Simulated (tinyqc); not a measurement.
Worked calculation: Monte Carlo simulation of one carrier in a uniform electric field. Computed by tinyqc, a small Python program that keeps every step. Command: `OMP_NUM_THREADS=1 python tinyqc.py 3023681 3023682 out.jsonl mcfl walk`. One thread of a shared host (Intel(R) Xeon(R) Processor @ 2.30GHz), about 3 s of CPU time with the checks. Intermediate numbers are printed to about 6 digits and carried at full precision; extremes and crossings named in words are read from the listed rows.

The force e F acts along +z. Flights end at the constant total rate Gamma; the part of Gamma that the real rates do not fill is self-scattering, which leaves k unchanged. One valley, no impurities and no intervalley scattering.

Inputs (values chosen for the exercise, modelled on InSb):

| quantity | value | unit |
|---|---|---|
| effective mass m | 0.0139 | m_0 |
| non-parabolicity alpha | 5.4 | 1/eV |
| static permittivity eps_s | 16.8 | - |
| high-frequency permittivity eps_inf | 15.7 | - |
| density rho | 5780 | kg/m^3 |
| sound velocity v_l | 3770 | m/s |
| acoustic deformation potential D_A | 8.8 | eV |
| optical phonon energy hbar w | 23.7 | meV |
| lattice temperature T | 300 | K |
| electric field F | 0.01 | kV/cm |
| energy E_max up to which Gamma must cover the rates | 0.6 | eV |
| seed of the random numbers | 39990 | - |

Crystal: polar. Band: Kane.

starting wave vector (1/nm): -0.044  0.18  0.095

Constants: k_B = 1.380649e-23 J/K; e = 1.602176634e-19 C; hbar = 1.054571817e-34 J s; m_0 = 9.1093837015e-31 kg; hbar = 6.582119569e-16 eV s; eps_0 = 8.8541878128e-12 F/m; k_B = 8.617333262e-05 eV/K.

## Total rate Gamma

Kane band: hbar^2 k^2/(2 m) = E (1 + alpha E), speed v = hbar k/(m (1 + 2 alpha E)), states per spin, volume and energy g(E) = m k (1 + 2 alpha E)/(2 pi^2 hbar^2); overlap factors are set to 1. Masses are multiplied by m_0 and all formulas are in SI units. Phonon occupation N_q = 1/(exp(hbar w/(k_B T)) - 1). Acoustic deformation potential (elastic, equipartition, absorption and emission together): 1/tau = 2 pi k_B T D_A^2 g(E)/(hbar rho v_l^2). Polar optical, unscreened: W = e^2 w (1/eps_inf - 1/eps_s) m (1 + 2 alpha E') ln|(k + k')/(k - k')| / (4 pi eps_0 hbar^2 k), times N_q for absorption (E' = E + hbar w) and N_q + 1 for emission (E' = E - hbar w > 0), with alpha = 0 for a parabolic band; mean cosine of the angle <cos> = (k^2 + k'^2)/(2 k k') - 1/ln|(k + k')/(k - k')|. Gamma is 1.05 times the largest total rate on the grid E = (j + 1/2) E_max/400, j = 0..399.

largest total rate = 5.32113 1e12/s

energy of the largest rate = 599.25 meV

Gamma = 5.58719 1e12/s

## Flight 1

Random numbers (0.02 to 0.98, from up to 60 sets tried for early real events), one row a flight:
```
       r1      r2      r3      r4
1  0.2751  0.1874  0.1282  0.6516
2  0.7665  0.4615  0.4488  0.7140
3  0.6566  0.9537  0.8038  0.3149
4  0.2543  0.5411  0.8040  0.6225
5  0.3943  0.1893  0.4769  0.8649
6  0.2442  0.1275  0.3877  0.6294
7  0.0801  0.8230  0.4704  0.4885
```

Flight: t = -ln(r1)/Gamma; k_z grows by e F t/hbar; E follows from the band; dz = (E_end - E_start)/(e F). Use row 1 of the random numbers.

flight time t = 230.996 fs

k at the end of the flight (1/nm): -0.044000  0.180000  0.095351

energy at the end = 82.3845 meV

displacement dz = 96.9211 nm

## Scattering event 1

Choice: with cumulative rates in the order acoustic, absorption, emission, the process is the first whose sum exceeds r2 Gamma; if none, self-scattering. Final state: E' = E, E + hbar w or E - hbar w gives k'. Isotropic processes: cos(theta) = 1 - 2 r3 from the z axis, phi = 2 pi r4, k' (sin theta cos phi, sin theta sin phi, cos theta). Polar processes: cos(b) = [1 + xi - (1 + 2 xi)^r3]/xi, xi = 2 k k'/(k - k')^2, b from the old direction n; new direction cos b n + sin b (cos phi e1 + sin phi e2), e1 = (z x n)/|z x n|, e2 = n x e1.

cumulative rates (1e12/s): acoustic 0.13564, absorption 0.80503, emission 1.95379

r2 Gamma = 1.04704 1e12/s

Process chosen: emission

k after event 1, the start of the next flight (1/nm): -0.019739  0.158293  0.052424

## Flight 2

Use row 2 of the random numbers.

flight time t = 47.5947 fs

k at the end of the flight (1/nm): -0.019739  0.158293  0.052497

energy at the end = 58.6972 meV

displacement dz = 12.7276 nm

## Scattering event 2

The formulas are those given above.

cumulative rates (1e12/s): acoustic 0.09451, absorption 0.75383, emission 1.76403

r2 Gamma = 2.57849 1e12/s

Process chosen: self-scattering

k after event 2, the start of the next flight (1/nm): -0.019739  0.158293  0.052497

## All printed flights

Drift estimate: sum dz / sum t.

Flights:

| flight | t (fs) | E at the end (meV) | dz (nm) | process | k_x (1/nm) | k_y (1/nm) | k_z (1/nm) |
|---|---|---|---|---|---|---|---|
| 1 | 230.996 | 82.3845 | 96.921 | emission | -0.0197393 | 0.158293 | 0.0524243 |
| 2 | 47.595 | 58.6972 | 12.728 | self-scattering | -0.0197393 | 0.158293 | 0.0524966 |
| 3 | 75.294 | 58.7174 | 20.168 | self-scattering | -0.0197393 | 0.158293 | 0.0526110 |
| 4 | 245.068 | 58.7833 | 65.930 | self-scattering | -0.0197393 | 0.158293 | 0.0529833 |
| 5 | 166.567 | 58.8284 | 45.060 | emission | -0.0659744 | 0.100721 | -0.0273814 |
| 6 | 252.322 | 35.0869 | -41.430 | emission | 0.0069764 | 0.049284 | -0.0439570 |
| 7 | 451.834 | 11.2407 | -146.254 | self-scattering | 0.0069764 | 0.049284 | -0.0432705 |

drift estimate from these flights = 36146.0 m/s

4 of the 7 flights end in self-scattering. So few flights say little about the drift velocity: the estimate is noise at this length.

## Low-field mobility from the linear Boltzmann equation

On the grid E_j = (j + 1/2) hbar w/12 up to 20 k_B T + 2 hbar w, solve (sum of rates) l(E) = v(E) + W_abs <cos> l(E + hbar w) + W_em <cos> l(E - hbar w); mu_0 = e sum g v l exp(-E/k_B T)/(3 k_B T sum g exp(-E/k_B T)).

low-field mobility mu_0 = 97301.5 cm^2/(V s)

## Long runs: velocity against field

Each row: 250 carriers from a thermal start, 1600 flights each, the first half discarded, random numbers not printed; the error is the standard error over ten groups; the mean energy is taken at the ends of flights, which sample time evenly. Fields at which more than 0.02 % of the events exceed Gamma are left out.

Monte Carlo results:

| F (kV/cm) | drift velocity (1e5 m/s) | error (1e5 m/s) | mu_0 F (1e5 m/s) | mean energy (meV) | real events (%) |
|---|---|---|---|---|---|
| 0.0025 | 0.00918 | 0.033 | 0.024325 | 49.2 | 25.2 |
| 0.0050 | 0.04150 | 0.034 | 0.048651 | 48.9 | 25.2 |
| 0.0100 | 0.09730 | 0.035 | 0.097302 | 48.6 | 25.2 |
| 0.0200 | 0.20100 | 0.036 | 0.194603 | 49.2 | 25.3 |
| 0.0400 | 0.40200 | 0.022 | 0.389206 | 49.3 | 25.3 |

At the lowest field the drift velocity is 0.38 +/- 1.36 of the ohmic value mu_0 F, at the highest 1.03 +/- 0.06. The mean energy stays at 49 meV against the parabolic-band thermal value 3 k_B T/2 = 39 meV: the curve ends near the ohmic line. Only 25 to 25 % of the events are real; the rest is the price of a constant Gamma.

Checks made by the program: energy gained in the printed flights against e F dz (relative difference 3e-08).
